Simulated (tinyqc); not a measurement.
Inside a calculation. Method: lattice vibrations of a chain. One step of it, computed by the program tinyqc.

Problem. Dynamical matrix at q = 0.41. q is in units of 2 pi/a. A spring k from atom i to atom j, n cells on, adds k to Phi_ii and Phi_jj, -k exp(2 pi i q n) to Phi_ij and the conjugate to Phi_ji (for one atom a cell: 2k (1 - cos 2 pi q n)); D_ij = Phi_ij / sqrt(m_i m_j).

A chain moving along its axis:
```
atom                mass (u)  spring to the next atom (eV/angstrom^2)
1                   4.900000                                 3.000000
2                  99.200000                                16.300000
second neighbours          -                                 0.400000
```

Give: D(q).

Solution.

D(q) (eV/(angstrom^2 u)):
```
              1             2
1         4.240  0.488+0.396i
2  0.488-0.396i         0.209
```
